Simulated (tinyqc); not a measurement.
What moves the results: exchange-split free-electron bands and tunnelling magnetoresistance. A value that a table varies takes the place of the one given here.

Majority and minority bands E = c k^2/m -/+ Dx/2, c = hbar^2/2m0, so k_up = sqrt(m (EF + Dx/2)/c), k_dn = sqrt(m (EF - Dx/2)/c); n_s = k_s^3/(6 pi^2), D_s = m k_s/(4 pi^2 c).

Barrier: kappa = sqrt(mb phi/c), c = hbar^2/2m0. With a = k1/m, b = k2/m, w = kappa/mb, the transmission at normal incidence is T(k1, k2) = 4 a b w^2/[w^2 (a + b)^2 + (w^2 + a^2)(w^2 + b^2) sinh^2(kappa d)]. Parallel: G_P = T(up, up) + T(dn, dn); antiparallel: G_AP = 2 T(up, dn); TMR = (G_P - G_AP)/G_AP. Julliere: TMR = 2 P^2/(1 - P^2). Slonczewski factor: P_eff = P_k (w^2 - a_up a_dn)/(w^2 + a_up a_dn), P_k = (k_up - k_dn)/(k_up + k_dn).

Constants: hbar^2/2m0 = 3.80998211 eV angstrom^2.

Values chosen for the exercise: EF = 4.9 eV (Fermi energy above the mean band bottom); Dx = 5.28 eV (exchange splitting); m = 1.16 m0 (mass in the electrodes); mb = 0.81 m0 (mass in the barrier); d = 8.6 angstrom (barrier thickness); phi = 1.41 eV (barrier height above EF).

## Barrier height

Results:

| phi (eV) | w (1/angstrom) | P_eff | TMR (%) | G_P |
|---|---|---|---|---|
| 0.20 | 0.255 | -0.2545 | 12.90 | 0.0635 |
| 0.40 | 0.360 | -0.2212 | 10.04 | 0.0241 |
| 0.70 | 0.476 | -0.1781 | 6.52 | 0.00664 |
| 1.0 | 0.569 | -0.1418 | 4.10 | 0.00214 |
| 1.5 | 0.697 | -0.0922 | 1.72 | 0.000409 |
| 2.0 | 0.805 | -0.0529 | 0.56 | 9.61e-05 |
| 3.0 | 0.986 | 0.0058 | 0.01 | 7.92e-06 |
| 4.0 | 1.138 | 0.0475 | 0.45 | 9.27e-07 |
| 6.0 | 1.394 | 0.1026 | 2.13 | 2.42e-08 |
| 10 | 1.800 | 0.1616 | 5.36 | 7.06e-11 |

P_eff vanishes where w^2 = a_up a_dn, at phi = 2.88 eV, inside the table; the lowest TMR listed is 0.01 % at 3 eV. TMR is 12.9 % at the lowest barrier and 5.4 % at the highest, against 18.7 % for Julliere with P_k; P_eff tends to +P_k for very high barriers and to -P_k for very low ones. G_P falls by 9.0 decades.

## Barrier thickness

Results:

| d (angstrom) | kappa d | G_P | G_AP | TMR (%) |
|---|---|---|---|---|
| 1 | 0.548 | 1.42 | 1.33 | 6.39 |
| 2 | 1.095 | 0.636 | 0.614 | 3.48 |
| 3 | 1.643 | 0.236 | 0.230 | 2.48 |
| 4 | 2.190 | 0.0818 | 0.0801 | 2.17 |
| 6 | 3.285 | 0.00931 | 0.00912 | 2.05 |
| 8 | 4.380 | 0.00104 | 0.00102 | 2.03 |
| 10 | 5.475 | 0.000117 | 0.000114 | 2.03 |
| 13 | 7.118 | 4.37e-06 | 4.29e-06 | 2.03 |
| 16 | 8.760 | 1.64e-07 | 1.60e-07 | 2.03 |
| 20 | 10.950 | 2.05e-09 | 2.01e-09 | 2.03 |

For thick barriers each angstrom costs a factor exp(2 kappa) = 2.99 in both conductances, and TMR settles at 2.03 % (the interface factor, which vanishes at (kappa/mb)^2 = k_up k_dn/m^2, reduces it below the value from the polarisation of k alone); it is within 0.1 point of that from d = 6 angstrom on. At 1 angstrom it is 6.39 %, where the barrier is thin and the mismatch of k_up and k_dn starts to rule, as it does fully for d -> 0.

## Exchange splitting

Dx takes the listed multiples of 2 EF.

Results:

| Dx/(2 EF) | k_up | k_dn | P_k | P_eff | TMR (%) |
|---|---|---|---|---|---|
| 0.10 | 1.2810 | 1.1587 | 0.0501 | -0.0208 | 0.09 |
| 0.20 | 1.3380 | 1.0925 | 0.1010 | -0.0412 | 0.34 |
| 0.35 | 1.4192 | 0.9847 | 0.1807 | -0.0703 | 0.99 |
| 0.50 | 1.4959 | 0.8637 | 0.2679 | -0.0952 | 1.83 |
| 0.65 | 1.5689 | 0.7226 | 0.3693 | -0.1096 | 2.43 |
| 0.80 | 1.6387 | 0.5462 | 0.5000 | -0.0928 | 1.75 |
| 0.90 | 1.6836 | 0.3862 | 0.6268 | -0.0176 | 0.07 |
| 0.97 | 1.7143 | 0.2116 | 0.7803 | 0.2013 | 8.46 |

P_k rises from 0.050 to 0.780, and TMR goes from 0.09 % to 8.5 %, not steadily: its largest value is 8.46 % at 0.97 and its smallest 0.07 % at 0.9; P_eff changes sign along the table. At Dx = 2 EF the minority band is empty (a half metal) and G_AP vanishes.

## What moves the magnetoresistance

All results formed anew. Each row changes one parameter from the base and keeps the others.

Results:

| case | P_k | P_eff | TMR (%) | G_P |
|---|---|---|---|---|
| base | 0.2924 | -0.1003 | 2.03 | 0.000541 |
| Dx = 5.544 eV | 0.3100 | -0.1034 | 2.16 | 0.000540 |
| EF = 5.39 eV | 0.2617 | -0.1044 | 2.20 | 0.000526 |
| phi = 1.833 eV | 0.2924 | -0.0651 | 0.85 | 0.000153 |
| mb = 0.648 m0 | 0.2924 | -0.0705 | 1.00 | 0.00154 |
| d = 10.6 angstrom | 0.2924 | -0.1003 | 2.03 | 6.05e-05 |
| m = 1.392 m0 | 0.2924 | -0.0761 | 1.17 | 0.000564 |

The largest shifts from the base row, up to three for each result and ties (the steps differ in size, so this ranks the rows, not the parameters). P_k: EF -0.0308, Dx +0.0176; unchanged at the printed digits by phi, mb, d and m. P_eff: phi +0.0352, mb +0.0298, m +0.0242; unchanged at the printed digits by d. TMR (%): phi -1.18, mb -1.03, m -0.87; unchanged at the printed digits by d. G_P: mb +0.000996, d -0.000480, phi -0.000388.

(tinyqc, `OMP_NUM_THREADS=1 python tinyqc.py 1681573 1681574 out.jsonl`, Intel(R) Xeon(R) Processor @ 2.30GHz, 1 thread, shared host, about 0.01 s.)
